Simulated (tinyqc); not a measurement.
Inside a calculation. Method: UHF in the sto-6g basis, for H4, spin multiplicity 3. Computed by tinyqc, a small Python program that keeps every step (integrals from PySCF). Settings: charge = 0, multiplicity = 3, basis = sto-6g, energy threshold = 1e-09, iteration cap = 63, orthogonalisation = symmetric, start = core, DIIS depth = 3, DIIS from iteration = 3, shift = 0.5, method = UHF. Command: `OMP_NUM_THREADS=1 python tinyqc.py 20116 20117 out.jsonl` (the two numbers bound the seeds that draw the settings). One thread of a shared host (Intel(R) Xeon(R) Processor @ 2.60GHz), about 0.09 s of CPU time with the checks. Later iterations appear only in the table of the cycle.

## One-electron integrals

Geometry (angstrom):
```
atom,x,y,z
H,0.000000,0.000000,0.000000
H,0.000000,0.000000,0.737000
H,0.000000,0.989000,0.000000
H,0.000000,0.989000,0.737000
```

Basis sto-6g: exponents (1/bohr^2) and contraction coefficients of normalised primitives:
```
element,l (shell),exponent,coefficient
H,s (1),35.523221,0.009164
H,s (1),6.513144,0.049361
H,s (1),1.822143,0.168538
H,s (1),0.625955,0.370563
H,s (1),0.243077,0.416492
H,s (1),0.100112,0.130334
```

Overlap, kinetic and nuclear-attraction integrals over the contracted functions; the nuclear repulsion is the sum of Za Zb / Rab.

nuclear repulsion = 3.36423098 hartree

overlap S:
```
,1H 1s,2H 1s,3H 1s,4H 1s
1H 1s,1.000000,0.661693,0.503221,0.370873
2H 1s,0.661693,1.000000,0.370873,0.503221
3H 1s,0.503221,0.370873,1.000000,0.661693
4H 1s,0.370873,0.503221,0.661693,1.000000
```

kinetic energy T (hartree):
```
,1H 1s,2H 1s,3H 1s,4H 1s
1H 1s,0.768522,0.236852,0.115720,0.047194
2H 1s,0.236852,0.768522,0.047194,0.115720
3H 1s,0.115720,0.047194,0.768522,0.236852
4H 1s,0.047194,0.115720,0.236852,0.768522
```

nuclear attraction V (hartree):
```
,1H 1s,2H 1s,3H 1s,4H 1s
1H 1s,-2.837377,-1.840470,-1.365857,-1.025289
2H 1s,-1.840470,-2.837377,-1.025289,-1.365857
3H 1s,-1.365857,-1.025289,-2.837377,-1.840470
4H 1s,-1.025289,-1.365857,-1.840470,-2.837377
```

core Hamiltonian H = T + V (hartree):
```
,1H 1s,2H 1s,3H 1s,4H 1s
1H 1s,-2.068855,-1.603617,-1.250137,-0.978095
2H 1s,-1.603617,-2.068855,-0.978095,-1.250137
3H 1s,-1.250137,-0.978095,-2.068855,-1.603617
4H 1s,-0.978095,-1.250137,-1.603617,-2.068855
```

## Two-electron integrals

Functions are numbered as in S; the eight-fold symmetry (ij|kl) = (ji|kl) = (kl|ij) leaves the list below.

Two-electron integrals (ij|kl) in chemists' order, unique and non-zero (hartree):
```
i,j,k,l,(ij|kl)
1,1,1,1,0.774999
2,1,1,1,0.446122
2,1,2,1,0.299275
2,2,1,1,0.571125
2,2,2,1,0.446122
2,2,2,2,0.774999
3,1,1,1,0.314556
3,1,2,1,0.188680
3,1,2,2,0.250883
3,1,3,1,0.162522
3,2,1,1,0.209065
3,2,2,1,0.142516
3,2,2,2,0.215147
3,2,3,1,0.109803
3,2,3,2,0.083098
3,3,1,1,0.481627
3,3,2,1,0.299385
3,3,2,2,0.408819
3,3,3,1,0.314556
3,3,3,2,0.215147
3,3,3,3,0.774999
4,1,1,1,0.215147
4,1,2,1,0.142516
4,1,2,2,0.209065
4,1,3,1,0.109803
4,1,3,2,0.082515
4,1,3,3,0.209065
4,1,4,1,0.083098
4,2,1,1,0.250883
4,2,2,1,0.188680
4,2,2,2,0.314556
4,2,3,1,0.130592
4,2,3,2,0.109803
4,2,3,3,0.250883
4,2,4,1,0.109803
4,2,4,2,0.162522
4,3,1,1,0.299385
4,3,2,1,0.202104
4,3,2,2,0.299385
4,3,3,1,0.188680
4,3,3,2,0.142516
4,3,3,3,0.446122
4,3,4,1,0.142516
4,3,4,2,0.188680
4,3,4,3,0.299275
4,4,1,1,0.408819
4,4,2,1,0.299385
4,4,2,2,0.481627
4,4,3,1,0.250883
4,4,3,2,0.209065
4,4,3,3,0.571125
4,4,4,1,0.215147
4,4,4,2,0.314556
4,4,4,3,0.446122
4,4,4,4,0.774999
```

## Orthogonalisation

S = U s U^T; symmetric (Loewdin) form X = U s^(-1/2) U^T, so that X^T S X = 1.

eigenvalues of S: 0.205960  0.470655  0.787599  2.535786

X:
```
,1H 1s,2H 1s,3H 1s,4H 1s
1H 1s,1.353973,-0.476583,-0.311167,0.061754
2H 1s,-0.476583,1.353973,0.061754,-0.311167
3H 1s,-0.311167,0.061754,1.353973,-0.476583
4H 1s,0.061754,-0.311167,-0.476583,1.353973
```

## Starting guess

The start is the orbitals of the core Hamiltonian; D(s) = C_occ C_occ^T for each spin.

D(alpha) at the start:
```
,1H 1s,2H 1s,3H 1s,4H 1s
1H 1s,0.947184,-0.115165,0.312343,-0.750006
2H 1s,-0.115165,0.947184,-0.750006,0.312343
3H 1s,0.312343,-0.750006,0.947184,-0.115165
4H 1s,-0.750006,0.312343,-0.115165,0.947184
```

D(beta) at the start:
```
,1H 1s,2H 1s,3H 1s,4H 1s
1H 1s,0.098589,0.098589,0.098589,0.098589
2H 1s,0.098589,0.098589,0.098589,0.098589
3H 1s,0.098589,0.098589,0.098589,0.098589
4H 1s,0.098589,0.098589,0.098589,0.098589
```

## Iteration 1: building the Fock matrix

J_ij = sum D_kl (ij|kl) with D = D(alpha) + D(beta), K_ij = sum D_kl (ik|jl) for each spin; F = H + J - K(s); E = tr D H + tr D J / 2 - 0.5 sum_s tr D(s) K(s) + E_nn.

Coulomb J (hartree):
```
,1H 1s,2H 1s,3H 1s,4H 1s
1H 1s,2.226262,1.481426,1.124921,0.842529
2H 1s,1.481426,2.226262,0.842529,1.124921
3H 1s,1.124921,0.842529,2.226262,1.481426
4H 1s,0.842529,1.124921,1.481426,2.226262
```

exchange K(alpha) (hartree):
```
,1H 1s,2H 1s,3H 1s,4H 1s
1H 1s,0.801918,0.586705,0.450557,0.311532
2H 1s,0.586705,0.801918,0.311532,0.450557
3H 1s,0.450557,0.311532,0.801918,0.586705
4H 1s,0.311532,0.450557,0.586705,0.801918
```

exchange K(beta) (hartree):
```
,1H 1s,2H 1s,3H 1s,4H 1s
1H 1s,0.409493,0.372433,0.340800,0.319175
2H 1s,0.372433,0.409493,0.319175,0.340800
3H 1s,0.340800,0.319175,0.409493,0.372433
4H 1s,0.319175,0.340800,0.372433,0.409493
```

F(alpha) (hartree):
```
,1H 1s,2H 1s,3H 1s,4H 1s
1H 1s,-0.644510,-0.708897,-0.575773,-0.447097
2H 1s,-0.708897,-0.644510,-0.447097,-0.575773
3H 1s,-0.575773,-0.447097,-0.644510,-0.708897
4H 1s,-0.447097,-0.575773,-0.708897,-0.644510
```

F(beta) (hartree):
```
,1H 1s,2H 1s,3H 1s,4H 1s
1H 1s,-0.252085,-0.494625,-0.466016,-0.454741
2H 1s,-0.494625,-0.252085,-0.454741,-0.466016
3H 1s,-0.466016,-0.454741,-0.252085,-0.494625
4H 1s,-0.454741,-0.466016,-0.494625,-0.252085
```

total energy of this density = -1.73832378 hartree

## Iteration 1: diagonalisation and new density

A level shift of 0.5 hartree raises the virtual space: F + shift (S - S D(s) S), with D(s) the density of one spin. Diagonalise F' = X^T F X, C = X C', fill 3 alpha and 1 beta electrons from the bottom; D(s) = C_occ C_occ^T. Each column has its largest component positive (the first on a tie).

F' = X^T F X (alpha) (hartree):
```
,1,2,3,4
1,-0.013998,-0.664388,-0.522848,0.264138
2,-0.664388,-0.013998,0.264138,-0.522848
3,-0.522848,0.264138,-0.013998,-0.664388
4,0.264138,-0.522848,-0.664388,-0.013998
```

orbital energies (alpha) (hartree): MO1 -0.937097, MO2 -0.419676, MO3 -0.136596, MO4 1.437377

coefficients C (alpha):
```
,MO1,MO2,MO3,MO4
1H 1s,0.313988,0.563401,0.728817,1.101739
2H 1s,0.313988,0.563401,-0.728817,-1.101739
3H 1s,0.313988,-0.563401,0.728817,-1.101739
4H 1s,0.313988,-0.563401,-0.728817,1.101739
```

F' = X^T F X (beta) (hartree):
```
,1,2,3,4
1,0.696782,-0.665077,-0.529885,-0.159394
2,-0.665077,0.696782,-0.159394,-0.529885
3,-0.529885,-0.159394,0.696782,-0.665077
4,-0.159394,-0.529885,-0.665077,0.696782
```

orbital energies (beta) (hartree): MO1 -0.657574, MO2 0.720985, MO3 0.991368, MO4 1.732350

coefficients C (beta):
```
,MO1,MO2,MO3,MO4
1H 1s,0.313988,0.563401,0.728817,1.101739
2H 1s,0.313988,0.563401,-0.728817,-1.101739
3H 1s,0.313988,-0.563401,0.728817,-1.101739
4H 1s,0.313988,-0.563401,-0.728817,1.101739
```

D(alpha) after iteration 1:
```
,1H 1s,2H 1s,3H 1s,4H 1s
1H 1s,0.947184,-0.115165,0.312343,-0.750006
2H 1s,-0.115165,0.947184,-0.750006,0.312343
3H 1s,0.312343,-0.750006,0.947184,-0.115165
4H 1s,-0.750006,0.312343,-0.115165,0.947184
```

D(beta) after iteration 1:
```
,1H 1s,2H 1s,3H 1s,4H 1s
1H 1s,0.098589,0.098589,0.098589,0.098589
2H 1s,0.098589,0.098589,0.098589,0.098589
3H 1s,0.098589,0.098589,0.098589,0.098589
4H 1s,0.098589,0.098589,0.098589,0.098589
```

## Iteration 2: building the Fock matrix

As before.

Coulomb J (hartree):
```
,1H 1s,2H 1s,3H 1s,4H 1s
1H 1s,2.226262,1.481426,1.124921,0.842529
2H 1s,1.481426,2.226262,0.842529,1.124921
3H 1s,1.124921,0.842529,2.226262,1.481426
4H 1s,0.842529,1.124921,1.481426,2.226262
```

exchange K(alpha) (hartree):
```
,1H 1s,2H 1s,3H 1s,4H 1s
1H 1s,0.801918,0.586705,0.450557,0.311532
2H 1s,0.586705,0.801918,0.311532,0.450557
3H 1s,0.450557,0.311532,0.801918,0.586705
4H 1s,0.311532,0.450557,0.586705,0.801918
```

exchange K(beta) (hartree):
```
,1H 1s,2H 1s,3H 1s,4H 1s
1H 1s,0.409493,0.372433,0.340800,0.319175
2H 1s,0.372433,0.409493,0.319175,0.340800
3H 1s,0.340800,0.319175,0.409493,0.372433
4H 1s,0.319175,0.340800,0.372433,0.409493
```

F(alpha) (hartree):
```
,1H 1s,2H 1s,3H 1s,4H 1s
1H 1s,-0.644510,-0.708897,-0.575773,-0.447097
2H 1s,-0.708897,-0.644510,-0.447097,-0.575773
3H 1s,-0.575773,-0.447097,-0.644510,-0.708897
4H 1s,-0.447097,-0.575773,-0.708897,-0.644510
```

F(beta) (hartree):
```
,1H 1s,2H 1s,3H 1s,4H 1s
1H 1s,-0.252085,-0.494625,-0.466016,-0.454741
2H 1s,-0.494625,-0.252085,-0.454741,-0.466016
3H 1s,-0.466016,-0.454741,-0.252085,-0.494625
4H 1s,-0.454741,-0.466016,-0.494625,-0.252085
```

total energy of this density = -1.73832378 hartree

## Iteration 2 (converged): orbitals

Diagonalise F' = X^T F X, C = X C', fill 3 alpha and 1 beta electrons from the bottom; D(s) = C_occ C_occ^T. Each column has its largest component positive (the first on a tie).

F' = X^T F X (alpha) (hartree):
```
,1,2,3,4
1,-0.138998,-0.539388,-0.397848,0.139138
2,-0.539388,-0.138998,0.139138,-0.397848
3,-0.397848,0.139138,-0.138998,-0.539388
4,0.139138,-0.397848,-0.539388,-0.138998
```

orbital energies (alpha) (hartree): MO1 -0.937097, MO2 -0.419676, MO3 -0.136596, MO4 0.937377

coefficients C (alpha):
```
,MO1,MO2,MO3,MO4
1H 1s,0.313988,0.563401,0.728817,1.101739
2H 1s,0.313988,0.563401,-0.728817,-1.101739
3H 1s,0.313988,-0.563401,0.728817,-1.101739
4H 1s,0.313988,-0.563401,-0.728817,1.101739
```

F' = X^T F X (beta) (hartree):
```
,1,2,3,4
1,0.321782,-0.540077,-0.404885,-0.034394
2,-0.540077,0.321782,-0.034394,-0.404885
3,-0.404885,-0.034394,0.321782,-0.540077
4,-0.034394,-0.404885,-0.540077,0.321782
```

orbital energies (beta) (hartree): MO1 -0.657574, MO2 0.220985, MO3 0.491368, MO4 1.232350

coefficients C (beta):
```
,MO1,MO2,MO3,MO4
1H 1s,0.313988,0.563401,0.728817,1.101739
2H 1s,0.313988,0.563401,-0.728817,-1.101739
3H 1s,0.313988,-0.563401,0.728817,-1.101739
4H 1s,0.313988,-0.563401,-0.728817,1.101739
```

D(alpha) after iteration 2:
```
,1H 1s,2H 1s,3H 1s,4H 1s
1H 1s,0.947184,-0.115165,0.312343,-0.750006
2H 1s,-0.115165,0.947184,-0.750006,0.312343
3H 1s,0.312343,-0.750006,0.947184,-0.115165
4H 1s,-0.750006,0.312343,-0.115165,0.947184
```

D(beta) after iteration 2:
```
,1H 1s,2H 1s,3H 1s,4H 1s
1H 1s,0.098589,0.098589,0.098589,0.098589
2H 1s,0.098589,0.098589,0.098589,0.098589
3H 1s,0.098589,0.098589,0.098589,0.098589
4H 1s,0.098589,0.098589,0.098589,0.098589
```

## Convergence

Stop when the energy changes by less than 1e-09 hartree and every element of the error matrix X^T (F D S - S D F) X (for each spin) is below 9e-06.

Course of the cycle:
```
iteration,E (hartree),change,largest element of the error matrix
1,-1.73832378,-,4.08e-15
2,-1.73832378,0.000000,2.41e-15
```

PySCF UHF in the same basis, after a stability check = -1.73832378 hartree

Converged in 2 iterations.

## Populations, bond orders and dipole

Mulliken: Z minus the diagonal of D S on the atom; Loewdin: the same with S^(1/2) D S^(1/2); Mayer order: 2 sum_s sum (D(s) S)_ij (D(s) S)_ji over the two atoms.

Charges (e):
```
atom,Mulliken,Loewdin,Mulliken spin
1H,0,0,0.500000
2H,0,0,0.500000
3H,0,0,0.500000
4H,0,0,0.500000
```

Mayer bond orders:
```
pair,order
2-1,0.250000
3-1,0.250000
3-2,0.250000
4-1,0.250000
4-2,0.250000
4-3,0.250000
```

dipole moment about the origin, x y z (debye): 0.000000  0.000000  0.000000

<S^2> of the determinant (pure state: 2) = 2.000000
